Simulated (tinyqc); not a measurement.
From results to parameters: Luttinger model of the valence bands. Computed by the program tinyqc.

Problem. In the four-band Luttinger model 1/m = g1 -/+ 2 g2 along [100] and g1 -/+ 2 g3 along [111]. Find g1, g2, g3 and the light hole mass along [111].

heavy and light hole masses along [100] (electron masses): 0.159490  0.095147
heavy hole mass along [111] = 0.286533 electron masses

Solution. The mean of the two inverse masses along [100] is g1 and a quarter of their difference is g2; g3 = (g1 - 1/m_hh[111])/2.

g1, g2, g3: 8.390  1.060  2.450
light hole mass along [111] = 0.0752 electron masses
